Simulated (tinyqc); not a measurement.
Ellipsometry and reflectance of a transparent film on an absorbing substrate: one step of the calculation.

Air (index 1), film, substrate with N2 = n2 - i k2; time factor exp(+i w t). q_j = sqrt(N_j^2 - sin^2 th), root with positive real part. Fresnel coefficients r_s = (q_a - q_b)/(q_a + q_b), r_p = (N_b^2 q_a - N_a^2 q_b)/(N_b^2 q_a + N_a^2 q_b). tan(Psi) exp(i Delta) = R_p/R_s, Delta taken from 0 to 360 degrees.

Problem. Psi, Delta and reflectances. beta = 2 pi d q1/lam, X = exp(-2 i beta), R = (r01 + r12 X)/(1 + r01 r12 X) for p and s.

Parameters, values chosen for the exercise:

| symbol | value | unit | meaning |
|---|---|---|---|
| lam | 632.8 | nm | wavelength |
| d | 1.6 | nm | film thickness |

q1 = 1.1120775
r01,p = -0.32892901
r01,s = -0.62240907
r12,p = 0.34519072-0.00201332i
r12,s = -0.54348853+0.00183813i

Give: beta; X; R_p; R_s; Psi; Delta; |R_p|^2; |R_s|^2.

Solution.

beta = 0.017667 rad
X = 0.99938-0.03533i
R_p = 0.017934-0.016119i
R_s = -0.87113+0.00720i
Psi = 1.5855 degrees
Delta = 138.52 degrees
|R_p|^2 = 5.8147e-4
|R_s|^2 = 0.75892

The bare substrate gives Psi = 1.215 and Delta = 172.94 degrees.

Numbers from tinyqc (`OMP_NUM_THREADS=1 python tinyqc.py 2870138 2870139 out.jsonl`; about 0.01 s on one thread of a shared Intel Xeon 2.30GHz).
